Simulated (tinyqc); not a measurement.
Gate sheet resistance from two finger widths.

Inverse problem. At low frequency R = Rsh Wf/(3 L) + B/Wf, where B collects the channel and vertical terms. Find Rsh, B and the width of lowest R.

Inputs (values chosen for the exercise): channel length L = 0.14 um.

input resistance of single fingers, contacted at one end, of width 1.3 and 9.3 um (ohm): 152.79121  229.77573

Solution. R Wf is a straight line in Wf^2; the minimum of R lies where both terms are equal.

Rsh = 9.600 ohm/square
B = 160.0 ohm um
width of lowest R = 2.646 um

Numbers from tinyqc (`OMP_NUM_THREADS=1 python tinyqc.py 2262037 2262038 out.jsonl`; about 0.01 s on one thread of a shared Intel Xeon 2.30GHz).
